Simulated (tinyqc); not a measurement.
# Worked calculation: energy and delay of logic against supply voltage

Numbers from tinyqc (`OMP_NUM_THREADS=1 python tinyqc.py 2082163 2082164 out.jsonl`; about 0.01 s on one thread of a shared Intel Xeon 2.30GHz). Printed values are rounded.

One expression serves below and above threshold: I(Vg) = Ik [ln(1 + exp((Vg - VT + dd V)/(al nf Vt)))]^al, with I_on = I(V) and I_off = I(0). Gate delay td = kd C V/I_on, clock period LD td. Per gate and cycle the switching energy is act C V^2 and the leakage energy I_off V LD td. No short-circuit current, no variation. Minima are sought above 0.09 V; below a few Vt gates no longer switch and the model has no meaning.

Inputs (values chosen for the exercise); values of the order met in logic technologies: temperature T = 330 K; threshold voltage at zero drain bias VT = 0.27 V; slope factor nf = 1.28; barrier lowering per volt of supply dd = 0.03; specific current of a gate Ik = 2.8 uA; exponent of the current law al = 1.62; load capacitance of a gate C = 1.2 fF; delay factor kd = 1; logic depth LD = 12; activity factor act = 0.02; supply voltage V = 0.48 V.

Constants: q = 1.602176634e-19 C, kB = 1.380649e-23 J/K, Vt = kB T/q. Results are converted to the units shown.

## Currents, delay and energies

I_on, I_off, td, clock frequency 1/(LD td), both energies and their sum.

I_on = 24.63090 uA
I_off = 2.471347 nA
td = 23.38526 ps
clock frequency = 3.563499 GHz
switching energy = 5.529600 aJ
leakage energy = 0.3328881 aJ
energy = 5.862488 aJ

I_on/I_off = 9970; leakage makes up 5.68 % of the energy.

## Starting value

V = 0.24 V.

V at the start = 0.24 V

## Iteration 1: new V

Minimum-energy supply: E(V) is the energy per gate and cycle; with h = 0.001 V, E' = (E(V + h) - E(V - h))/(2 h), E'' = (E(V - h) - 2 E(V) + E(V + h))/h^2, V(new) = V - E'/E''.

E' = -11.02230 aJ/V
E'' = 403.2060 aJ/V^2
V after iteration 1 = 0.2673367 V

## Iteration 2: new V

As before.

E' = -1.720618 aJ/V
E'' = 283.1109 aJ/V^2
V after iteration 2 = 0.2734142 V

## Iteration 3: new V

As before.

E' = -0.06733132 aJ/V
E'' = 261.2391 aJ/V^2
V after iteration 3 = 0.2736719 V

## Course of the iteration

Stop when the step is below 1e-9 V, or after 40 iterations.

Course of the iteration:
```
iteration	V before the step (V)	step (V)
1	0.24	0.0273
2	0.2673367	6.08e-3
3	0.2734142	2.58e-4
4	0.2736719	4.36e-7
5	0.2736724	-5.30e-12
```

Converged in 5 iterations. There leakage makes up 39.1 % of the energy and the clock runs at 494 MHz.
